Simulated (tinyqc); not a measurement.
## Depth and level of a trap from the time ratio

Question. For an oxide trap tc/te = exp(E/Vt) with E = E0 - dpsi - (xt/tox)(Vg - VT - dpsi), dpsi being the rise of the surface potential above its value at threshold. Find xt and E0, and the depth that would be read if dpsi were ignored.

Parameters, values chosen for the exercise: temperature T = 300 K; insulator thickness tox = 4.2 nm.

Constants: q = 1.602176634e-19 C, kB = 1.380649e-23 J/K, Vt = kB T/q. Results are converted to the units shown.

Vg - VT (V): 0.57  0.72
tc/te: 2.5814714  0.14234012
dpsi (V): 0.084103927  0.090762493

Answer. E + dpsi is a straight line in the oxide voltage Vg - VT - dpsi with slope -xt/tox and intercept E0. Ignoring dpsi assigns the motion of the bands to the trap and overstates its depth.

xt = 2.000 nm
E0 = 0.3400 eV
depth read without dpsi = 2.098 nm

tinyqc, about 0.01 s, one thread, Intel Xeon 2.30GHz (shared host): `OMP_NUM_THREADS=1 python tinyqc.py 2710167 2710168 out.jsonl`
